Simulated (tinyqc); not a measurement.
Lateral field, substrate current, probability of reaching the oxide barrier and hot-carrier lifetime of a silicon transistor (pseudo-two-dimensional and lucky-electron models): one step, computed by the program tinyqc.

Local-field models: a lucky carrier gains its energy at the peak field over a path free of collisions. Voltages are magnitudes.

Question. Peak lateral field. C_ox = 3.9 eps_0/t; F_sat = 2 v_s/mu; V_Dsat = V_ov F_sat L/(V_ov + F_sat L), V_ov = V_G - V_T; I_D/W = C_ox v_s (V_ov - V_Dsat). Scale length l = 0.22 t^(1/3) x_j^(1/2) (all in cm); F_m = sqrt(((V_D - V_Dsat)/l_e)^2 + F_sat^2), with l_e = l + L_n; length of the velocity-saturated region l_e ln((V_D - V_Dsat)/(l_e F_sat) + F_m/F_sat).

Inputs (values chosen for the exercise, modelled on a silicon n-channel):
```
quantity,value,unit
channel length L,1500,nm
oxide thickness t,29,nm
junction depth x_j,470,nm
mobility mu,290,cm^2/(V s)
saturation velocity v_s,0.79,1e7 cm/s
threshold voltage V_T,0.6,V
gate voltage V_G,4.4,V
drain voltage V_D,12,V
ionisation prefactor A_i,2e+06,1/cm
ionisation field B_i,1.73,MV/cm
hot-carrier mean free path lambda,7.8,nm
oxide barrier phi_b,3.1,eV
interface-trap threshold phi_it,3.7,eV
lifetime constant H,100,s microampere/micrometre
length of the depleted extension L_n,220,nm
```

Drain: lightly doped extension.

Constants: eps_0 = 8.8541878128e-12 F/m.

Give: scale length l; peak field F_m; velocity-saturated length; energy gained over one free path, e lambda F_m.

Answer.

scale length l = 215.1 nm

peak field F_m = 223.0 kV/cm

velocity-saturated length = 908.0 nm

energy gained over one free path, e lambda F_m = 0.1739 eV

Caution: the saturated region fills most of the channel, so the split into two regions is rough.
